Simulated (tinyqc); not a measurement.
Scale length and length offset from two DIBL values.

Problem. DIBL = exp(-Le/(2 l)) + 2 exp(-Le/l) with Le = L - dL. Find l, dL and the drawn length for a DIBL of 100 mV/V.

DIBL at drawn lengths 27 and 39 nm (mV/V): 97.725251  27.146029

Solution. With e = exp(-Le/(2 l)), 2 e^2 + e = DIBL gives e and so Le/l at each length; Le/l is a straight line in L with slope 1/l.

l = 5.100 nm
dL = 1.700 nm
length for 100 mV/V = 26.79 nm

Program tinyqc, `OMP_NUM_THREADS=1 python tinyqc.py 2002039 2002040 out.jsonl`; Intel Xeon 2.30GHz, shared host, one thread, about 0.01 s.
